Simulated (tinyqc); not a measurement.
bcc against fcc: Finnis-Sinclair potential for a bcc metal: fit to cohesion and elasticity, then vacancy, surfaces and structure. Computed by tinyqc, a small Python program. Command: `OMP_NUM_THREADS=1 python tinyqc.py 3110254 3110255 out.jsonl fsfit walk`. One thread of a shared host (Intel(R) Xeon(R) Processor @ 2.30GHz), about 0.01 s of CPU time with the checks.

E = (1/2) sum V(r) - A sqrt(rho), rho = sum phi(r), phi = (r - d)^2 for r < d, V = (r - c)^2 (c0 + c1 r + c2 r^2) for r < c. In bcc the 8 first neighbours lie at sqrt(3) a/2 and the 6 second at a; both cut-offs lie below the third shell; Omega = a^3/2; E is per atom and z the number of atoms in a shell. The four constants A, c0, c1, c2 are fitted to E_c, zero pressure, B and C12 - C44 alone, so C44 and C11 - C12 are not matched singly; defects are unrelaxed.

Inputs (values chosen for the exercise, modelled on niobium):
```
quantity             value      unit
lattice constant a     3.3  angstrom
cohesive energy E_c   7.66        eV
target C11             252       GPa
target C12             138       GPa
target C44            28.7       GPa
density cut-off d/a  1.199         -
pair cut-off c/a     1.268         -
```

Constants: 1 eV/angstrom^3 = 160.2176634 GPa.

Method:
- rho = sum z phi, rho1 = sum z r phi', rho2 = sum z r^2 phi''. At zero pressure the effective pair part V + 2 F' phi obeys C12 = C44, so C12 - C44 = F'' (rho1/3)^2/Omega with F'' = A/(4 rho^(3/2)); this gives A.
- With v_k = (r - c)^2 r^k the rows are (1/2) sum z v_k, (1/2) sum z r v_k' and (1/2) sum z r^2 v_k''. With rho1 = sum z r phi' and rho2 = sum z r^2 phi'' the right-hand sides are: -E_c + A sqrt(rho) (cohesion); A rho1/(2 sqrt(rho)) (zero pressure); 9 B Omega + A [rho2/(2 sqrt(rho)) - rho1^2/(4 rho^(3/2))] with B = (C11 + 2 C12)/3.
- Solve the three equations.
- E of each lattice against the volume per atom, as a multiple of Omega; all neighbours inside the cut-offs are summed.

c0, c1, c2 (eV/angstrom^2, eV/angstrom^3, eV/angstrom^4): -0.39100  1.18441  -0.30832

A = 3.25292 eV/angstrom

Energies (eV/atom):
```
V/Omega      bcc      fcc  fcc less bcc (meV)
0.80     -7.1996  -7.0600              139.52
0.84     -7.3742  -7.1997              174.55
0.88     -7.5041  -7.3156              188.57
0.92     -7.5928  -7.4012              191.65
0.96     -7.6437  -7.4602              183.48
1.00     -7.6600  -7.4986              161.43
1.05     -7.6363  -7.5208              115.46
1.10     -7.5687  -7.5034               65.30
1.20     -7.3221  -7.3581              -36.05
```

The lowest fcc row, at V/Omega = 1.05, lies +139 meV from the bcc minimum: the fit keeps bcc stable, though nothing in it asked for that.

Extremes, crossings and ranges named in words are read from the listed rows.
